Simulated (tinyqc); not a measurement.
Deep-level transient spectroscopy (DLTS) of one majority-carrier trap. From one set of inputs to another, one input at a time. Computed by tinyqc, a small Python program. Command: `OMP_NUM_THREADS=1 python tinyqc.py 3010240 3010241 out.jsonl dlts ladder`. One thread of a shared host (Intel(R) Xeon(R) Processor @ 2.30GHz), about 0.09 s of CPU time with the checks.

A filling pulse loads the traps in a one-sided junction; under reverse bias they empty at the rate e, and the capacitance relaxes as C(t) = C_0 - dC exp(-e t). The signal is S = [C(t_2) - C(t_1)]/dC.

The inputs printed are set A. Inputs not listed in the table keep their values of set A, so the rows need not describe a real material.

Inputs (values chosen for the exercise, with mass and screening modelled on germanium):
```
quantity                    value  unit
density-of-states mass m    0.214   m_0
valleys M                       4     -
trap depth E_t              0.183    eV
cross-section sigma_0     4.8e-16  cm^2
degeneracy ratio g              2     -
gate time t_1               0.002     s
ratio t_2/t_1                   2     -
temperature T                 115     K
dielectric constant eps      15.9     -
mean field F                36000  V/cm
```

Carriers: electrons. Extra term: Poole-Frenkel lowering.

Constants: k_B = 8.617333262e-05 eV/K; k_B = 1.380649e-23 J/K; m_0 = 9.1093837015e-31 kg; h = 6.62607015e-34 J s; e = 1.602176634e-19 C; eps_0 = 8.8541878128e-12 F/m.

Method:
- e = g sigma v N_b exp(-E/k_B T), v = sqrt(3 k_B T/m), N_b = 2 M (2 pi m k_B T/h^2)^(3/2), sigma = sigma_0, E = E_t - dE with the one-dimensional Poole-Frenkel lowering dE = sqrt(e^3 F/(pi eps eps_0)), F being held as an input apart from the bias (the centre is charged when empty).
- S(e) = exp(-e t_1) - exp(-e t_2) peaks at the rate window e_0 = ln(t_2/t_1)/(t_2 - t_1).
- T_p solves e(T) = e_0 (bisection between 15 and 1500 K); the half-height points solve S = S_max/2 on either side.
- t_1 is scaled by 0.1, 0.3, 1, 3, 10 and 30 at fixed t_2/t_1; each T_p by bisection.
- Least squares of ln(e_0/T_p^2) on 1/(k_B T_p): slope -E_a, intercept ln(gamma sigma_a) with gamma = v N_b/T^2 = sqrt(3 k_B/m) 2 M (2 pi m k_B/h^2)^(3/2). For comparison, the slope of ln e_0 alone.

Each row keeps all changes above it:
```
input moved                        from       to  peak temperature T_p (K)  apparent depth E_a (eV)  emission rate e (1/s)
set A                                 -        -                      94.4                   0.1469              1.293e+04
cross-section sigma_0 (cm^2)    4.8e-16  6.1e-15                      83.8                   0.1469              1.643e+05
trap depth E_t (eV)               0.183    0.288                     137.0                   0.2519              4.114e+00
gate time t_1 (s)                 0.002   0.0001                     157.1                   0.2519              4.114e+00
density-of-states mass m (m_0)    0.214    0.327                     153.9                   0.2519              6.286e+00
mean field F (V/cm)               36000    13000                     161.8                   0.2663              1.468e+00
ratio t_2/t_1                         2       10                     154.5                   0.2663              1.468e+00
```

Which inputs carry the difference?

Peak temperature T_p goes from 94.4 to 155, a factor 1.64 in all. The largest single move comes from trap depth E_t (a factor 1.64), and cross-section sigma_0 works against it (a factor 0.887). Apparent depth E_a goes from 0.147 to 0.266, a factor 1.81 in all. The largest single move comes from trap depth E_t (a factor 1.71). Emission rate e goes from 12900 to 1.47, a factor 1.14e-4 in all. The largest single move comes from trap depth E_t (a factor 2.50e-5), and cross-section sigma_0 works against it (a factor 12.7). The single moves hold for this order of the switches; the total does not depend on the order.

Extremes, crossings and ranges named in words are read from the listed rows.
